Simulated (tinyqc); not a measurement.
# Berg model of reactive sputtering of a nitride or oxide: poisoning, hysteresis and pumping speed, step by step

A worked calculation. Computed by tinyqc, a small Python program that keeps every step. Command: `OMP_NUM_THREADS=1 python tinyqc.py 3023521 3023522 out.jsonl berg walk`. One thread of a shared host (Intel(R) Xeon(R) Processor @ 2.30GHz), about 0.05 s of CPU time with the checks. Intermediate numbers are printed to about 6 digits and carried at full precision; extremes and crossings named in words are read from the listed rows.

A diatomic gas reacts with bare metal on the target and on the collecting surfaces; ions remove metal and compound from the target. theta_t and theta_c are the compound fractions.

Inputs (values chosen for the exercise, close to those used for titanium dioxide):
```
quantity                         value     unit
ion current density J               12  mA/cm^2
target area A_t                    210     cm^2
collecting area A_c               4300     cm^2
metal yield Y_m                   0.45        -
compound yield Y_c               0.023        -
sticking coefficient alpha        0.23        -
reactive atoms per metal atom z      2        -
gas mass M                          32        u
pumping speed S                    170      l/s
gas temperature T                  300        K
reactive partial pressure P      0.063       Pa
```

Constants: e = 1.602176634e-19 C; u = 1.6605390666e-27 kg; k_B = 1.380649e-23 J/K.

## Steady state at the pressure P

Ion flux j = J/e; gas flux F = P/sqrt(2 pi M k_B T). Target: (2/z) alpha F (1 - theta_t) = j Y_c theta_t. Sputtered flows F_c = j Y_c theta_t A_t, F_m = j Y_m (1 - theta_t) A_t. Collector: (2/z) alpha F (1 - theta_c) A_c + F_c (1 - theta_c) = F_m theta_c. Gas use Q = alpha F [(1 - theta_t) A_t + (1 - theta_c) A_c] + P S/(k_B T); 1 sccm = 4.4780e17 molecules/s. Rate R = F_m + F_c, given relative to j Y_m A_t.

ion flux j = 7.48981e+16 1/(cm^2 s)

gas flux F = 1.69414e+17 1/(cm^2 s)

theta_t = 0.957662

theta_c = 0.998218

gas use (sccm): target 0.77365, collector 0.66662, pump 5.77432

total flow Q = 7.21460 sccm

rate relative to clean metal = 0.0912855

The target is poisoned. The film is 99.8 % compound.

## Critical pumping speed

P is a single-valued function of the flow Q only if dQ/dP > 0 everywhere: S must exceed k_B T times the steepest fall of the surface terms with P.

pressure of the steepest fall = 0.00536002 Pa

critical pumping speed = 585.790 l/s

S is 0.29 times the critical value: the flow curve is S-shaped and flow control shows hysteresis.

## The hysteresis loop

Turning points solve dQ/dP = 0; a jump keeps Q fixed; the width of the loop is the difference of the two turning flows.

Corners of the loop:
```
point                           P (Pa)  Q (sccm)   theta_t   theta_c  relative rate
edge of the metallic branch  0.0031455   5.94313  0.530371  0.720236       0.496737
landing, poisoned            0.0469143   5.94313  0.943958  0.996840       0.104288
edge of the poisoned branch  0.0177092   4.41268  0.864098  0.980115       0.180067
landing, metallic            0.0010962   4.41268  0.282424  0.372703       0.732011
```

width of the loop = 1.53046 sccm

Raising the flow past 5.94 sccm drops the rate from 0.497 to 0.104; the metallic mode returns only below 4.41 sccm. The best film reachable on the metallic branch is 72 % compound, so the region between needs pressure feedback. The pressure P of the inputs lies on the poisoned branch.

## Flow curve at three pumping speeds

The formulas are those given above.

Pressure as the free variable:
```
P (Pa)    theta_t   theta_c  relative rate  Q at S_c/4 (sccm)  Q at S_c (sccm)  Q at 2 S_c (sccm)
0.00027  0.088373  0.104137       0.916144            1.52928           1.5932             1.6785
0.00054  0.162394  0.201377       0.845906            2.73510           2.8630             3.0336
0.00110  0.283123  0.373729       0.731348            4.40701           4.6676             5.0150
0.00190  0.405529  0.552736       0.615198            5.52468           5.9747             6.5748
0.00320  0.534649  0.725470       0.492678            5.90205           6.6600             7.6707
0.00540  0.659724  0.858399       0.373995            5.50064           6.7798             8.4852
0.00860  0.755364  0.930397       0.283244            4.84434           6.8814             9.5976
0.01300  0.823554  0.965425       0.218539            4.36121           7.4406            11.5463
0.02100  0.882900  0.985459       0.162226            4.18494           9.1593            15.7917
0.04300  0.939167  0.996260       0.108835            5.10896          15.2945            28.8752
```

At S_c/4 the flow falls with pressure in 4 of the intervals: as the target poisons, less metal arrives to getter the gas. At 2 S_c it rises throughout. Coverages and rate depend on P alone, not on S. The collector converts before the target (theta_c = 0.73 at theta_t = 0.53), since the metal is spread over a larger area and no ions clean it. The rate tends to Y_c/Y_m = 0.051.

Checks made by the program: gas taken up by surfaces against gas bound in the growing film (relative difference below 1e-10).
